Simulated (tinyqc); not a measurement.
Donors with valley-orbit split 1s states: one step. Partition sums of the neutral donor.

Each donor binds at most one electron, in any of its states. For a site s, W_s = sum over its states of g exp(E/kT), and the ionised share is 1/(1 + W_s exp(eta)), eta = (EF - Ec)/kT; n = Nc F_1/2(eta); neutrality n + NA = ND x (mean ionised share); holes are neglected. Nc from N = 2 (m kB T/(4 pi c))^(3/2) with c = hbar^2/2m0, in 1/angstrom^3; times 1e24 for 1/cm^3, m = md. F_j(eta) = (1/Gamma(j + 1)) integral_0^infinity x^j dx/(1 + exp(x - eta)), which tends to exp(eta) for eta << 0.

Constants: hbar^2/2m0 = 3.80998211 eV angstrom^2; kB = 8.617333262e-05 eV/K.

Values chosen for the exercise (near those of As in Si; shifted at random, so the results belong to these values and not to a real crystal):
- md = 1.084 m0 (density-of-states mass of the conduction band)
- E = (54.6, 34, 31.4) meV (binding energies of 1s(A1), 1s(T2), 1s(E))
- g = (2, 6, 4) (their degeneracies with spin)
- T = 250 K

Task: Give each term g exp(E/kT), W_s, and the effective degeneracy W_s exp(-E_ground/kT).

Give: Nc; terms; W_s; effective degeneracy.

Result:

Nc = 2.1545e+19 1/cm^3

terms: 1s(A1) 25.22, 1s(T2) 29.08, 1s(E) 17.18

W_s: donor 71.477

effective degeneracy: donor 5.669

The ground state alone would give 2 and all states together 12; here the excited states hold 65 % of the bound electrons.

tinyqc: `OMP_NUM_THREADS=1 python tinyqc.py 1680889 1680890 out.jsonl`; about 0.01 s, one thread, shared Intel(R) Xeon(R) Processor @ 2.30GHz.
